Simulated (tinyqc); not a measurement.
Extended Hueckel theory, for H4, step by step. One step of it, computed by the program tinyqc.

Question. Orbitals. Solve H C = S C e through S^(-1/2); fill by pairs from the bottom, a degenerate level sharing its electrons equally; each orbital has its largest coefficient positive (the first on a tie).

H (eV), order 1H 1s, 2H 1s, 3H 1s, 4H 1s:
$$\begin{pmatrix}
-13.600000 & -13.084275 & -4.114504 & -0.913205 \\
-13.084275 & -13.600000 & -13.943675 & -4.114504 \\
-4.114504 & -13.943675 & -13.600000 & -13.084275 \\
-0.913205 & -4.114504 & -13.084275 & -13.600000
\end{pmatrix}$$

overlap S, order 1H 1s, 2H 1s, 3H 1s, 4H 1s:
$$\begin{pmatrix}
1.000000 & 0.549759 & 0.172878 & 0.038370 \\
0.549759 & 1.000000 & 0.585869 & 0.172878 \\
0.172878 & 0.585869 & 1.000000 & 0.549759 \\
0.038370 & 0.172878 & 0.549759 & 1.000000
\end{pmatrix}$$

valence electrons = 4

Give: orbital energies; occupations; coefficients; sum of one-electron energies.

Answer.

orbital energies (eV): [-18.9076, -14.9588, -4.8890, 22.1311]

occupations: [2.0000, 2.0000, 0.0000, 0.0000]

coefficients, order 1H 1s, 2H 1s, 3H 1s, 4H 1s:
$$\begin{pmatrix}
0.2783 & 0.5866 & 0.7923 & -0.6813 \\
0.4030 & 0.2989 & -0.5471 & 1.3369 \\
0.4030 & -0.2989 & -0.5471 & -1.3369 \\
0.2783 & -0.5866 & 0.7923 & 0.6813
\end{pmatrix}$$

sum of one-electron energies = -67.7328 eV
